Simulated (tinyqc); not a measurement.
# Energy and delay of logic against supply voltage: two studies

One expression serves below and above threshold: I(Vg) = Ik [ln(1 + exp((Vg - VT + dd V)/(al nf Vt)))]^al, with I_on = I(V) and I_off = I(0). Gate delay td = kd C V/I_on, clock period LD td. Per gate and cycle the switching energy is act C V^2 and the leakage energy I_off V LD td. No short-circuit current, no variation. Minima are sought above 0.09 V; below a few Vt gates no longer switch and the model has no meaning.

Inputs (values chosen for the exercise); values of the order met in logic technologies: temperature T = 300 K; threshold voltage at zero drain bias VT = 0.35 V; slope factor nf = 1.31; barrier lowering per volt of supply dd = 0.11; specific current of a gate Ik = 0.76 uA; exponent of the current law al = 1.63; load capacitance of a gate C = 1.4 fF; delay factor kd = 0.8; logic depth LD = 16; activity factor act = 0.01.

Constants: q = 1.602176634e-19 C, kB = 1.380649e-23 J/K, Vt = kB T/q. Results are converted to the units shown.

Each table varies one quantity; the others keep the values above.

## Energy and delay against supply voltage

EDP = energy times td.

Energy and delay against supply voltage:

| V (V) | I_on (uA) | I_off (nA) | td (ps) | switching (aJ) | leakage (aJ) | energy (aJ) | EDP (fJ ps) |
|---|---|---|---|---|---|---|---|
| 0.16 | 0.004515 | 0.04143 | 3.969e4 | 0.3584 | 4.209 | 4.568 | 181.3 |
| 0.28 | 0.1706 | 0.06114 | 1839 | 1.098 | 0.5036 | 1.601 | 2.944 |
| 0.39 | 1.810 | 0.08735 | 241.4 | 2.129 | 0.1315 | 2.261 | 0.5457 |
| 0.51 | 7.087 | 0.1289 | 80.60 | 3.641 | 0.08475 | 3.726 | 0.3003 |
| 0.62 | 14.60 | 0.1840 | 47.57 | 5.382 | 0.08685 | 5.468 | 0.2602 |
| 0.74 | 25.07 | 0.2714 | 33.07 | 7.666 | 0.1063 | 7.773 | 0.2570 |
| 0.85 | 36.48 | 0.3874 | 26.09 | 10.12 | 0.1375 | 10.25 | 0.2675 |
| 0.97 | 50.75 | 0.5708 | 21.41 | 13.17 | 0.1896 | 13.36 | 0.2860 |
| 1.08 | 65.37 | 0.8140 | 18.50 | 16.33 | 0.2603 | 16.59 | 0.3070 |
| 1.2 | 82.90 | 1.198 | 16.21 | 20.16 | 0.3729 | 20.53 | 0.3329 |

What does the comparison show, and why?

td falls from 39700 to 16.2 ps; the energy goes from 4.57 through a minimum of 1.60 (at V = 0.28 V among the rows listed) to 20.5 aJ and the EDP goes from 181 through a minimum of 0.257 (at V = 0.74 V among the rows listed) to 0.333 fJ ps. The exact minima lie at V = 0.283 V for the energy and 0.693 V for the EDP. Going from 1.2 V to the energy minimum saves a factor of 12.8 in energy and costs a factor of 106 in delay. Below the minimum the leakage energy rises faster than the switching energy falls, because the clock period grows so steeply.

## Optimum supplies against the logic depth

Same model as above.

V_min minimises the energy and V_EDP the product of energy and td.

Results:

| LD | V_min (V) | energy at V_min (aJ) | leakage share (%) | clock at V_min (MHz) | V_EDP (V) | clock at V_EDP (GHz) |
|---|---|---|---|---|---|---|
| 5 | 0.2333 | 1.120 | 31.97 | 34.24 | 0.6909 | 5.303 |
| 8 | 0.2535 | 1.298 | 30.69 | 35.70 | 0.6915 | 3.320 |
| 12 | 0.2706 | 1.468 | 30.14 | 36.29 | 0.6922 | 2.218 |
| 30 | 0.3095 | 1.936 | 30.76 | 34.95 | 0.6953 | 0.8952 |
| 50 | 0.3315 | 2.274 | 32.34 | 32.57 | 0.6985 | 0.5420 |
| 80 | 0.3524 | 2.661 | 34.68 | 29.52 | 0.7029 | 0.3429 |
| 150 | 0.3813 | 3.355 | 39.32 | 24.55 | 0.7113 | 0.1871 |

Estimate the missing row, LD = 20.

Computed row:

| LD | V_min (V) | energy at V_min (aJ) | leakage share (%) | clock at V_min (MHz) | V_EDP (V) | clock at V_EDP (GHz) |
|---|---|---|---|---|---|---|
| 20 | 0.2922 | 1.712 | 30.16 | 36.02 | 0.6936 | 1.336 |

With this row back in the table: As LD goes from 5 to 150, V_min rises from 0.233 to 0.381 V, the energy there rises from 1.12 to 3.35 aJ, the clock there goes from 34.2 through a maximum of 36.3 (at LD = 12 among the rows listed) to 24.5 MHz and V_EDP rises from 0.691 to 0.711 V. act and LD enter V_min only through the ratio act/LD.

Numbers from tinyqc (`OMP_NUM_THREADS=1 python tinyqc.py 2082175 2082176 out.jsonl`; about 0.01 s on one thread of a shared Intel Xeon 2.30GHz).
